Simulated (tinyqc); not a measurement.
Global model of a low-pressure process discharge: electron temperature, density, ion flux and ion energy: one step, computed by the program tinyqc.

Maxwellian electrons with temperature T_e in eV, one positive ion, no negative ions, uniform bulk density n; rate constants have the Arrhenius form.

Task: Energy per pair and density. E_c = E_iz + (X0 exp(-E_ex/T_e) E_ex + K_el (3 m_0/M) T_e)/K_iz; wall potential V_s = (T_e/2) ln(M/(2 pi m_0)); E_T = E_c + 2 T_e + T_e/2 + V_s; n = P/(e u_B A_eff E_T); ion current density J = e h_L n u_B; ionised share n/n_g.

Inputs (values chosen for the exercise, of the order of those of an inductive discharge in a simple atomic gas):
```
quantity                      value   unit
ion mass M                       19      u
ionisation energy E_iz         14.1     eV
excitation prefactor X0     2.5e-14  m^3/s
excitation energy E_ex         11.1     eV
elastic rate constant K_el  6.6e-14  m^3/s
gas temperature T_g             400      K
radius R                         24     cm
height L                        8.4     cm
absorbed power P                910      W
```

T_e = 1.509146 eV

K_iz = 4.728959e-18 m^3/s

Bohm velocity u_B = 2768.340 m/s

A_eff = 446.6610 cm^2

h_L = 0.1083788

gas density n_g = 1.720205e+21 1/m^3

Constants: m_0 = 9.1093837015e-31 kg; u = 1.6605390666e-27 kg; e = 1.602176634e-19 C.

Give: collisional loss per pair E_c; wall potential V_s; E_T; plasma density n; ion current density J; ionised share.

Result:

collisional loss per pair E_c = 53.44 eV

wall potential V_s = 6.500 V

E_T = 63.71 eV

plasma density n = 7.210e+11 1/cm^3

ion current density J = 3.466 mA/cm^2

ionised share = 4.191e-04

Collisions take 84 % of the power and the walls the rest. T_e came from the particle balance alone; the power sets only n. Caution: at so short an ion path the formulas for h_L and h_R give way to the ambipolar-diffusion limit.
